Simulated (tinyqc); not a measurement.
Trap density by the high-low method.

Inverse problem. In depletion, where minority carriers are negligible, a MOS capacitor has 1/C_LF = 1/Cox + 1/(Cd + q Dit) and 1/C_HF = 1/Cox + 1/Cd. Find Cd and Dit.

Constants: q = 1.602176634e-19 C. Results are converted to the units shown.

Cox, C_LF, C_HF (uF/cm^2): 0.98660950  0.17779853  0.11138424

Solution. Removing Cox from each series combination leaves Cd + q Dit and Cd; their difference over q is Dit.

Cd = 0.1256 uF/cm^2
Dit = 5.700e11 cm^-2 eV^-1

Numbers from tinyqc (`OMP_NUM_THREADS=1 python tinyqc.py 2060051 2060052 out.jsonl`; about 0.01 s on one thread of a shared Intel Xeon 2.30GHz).
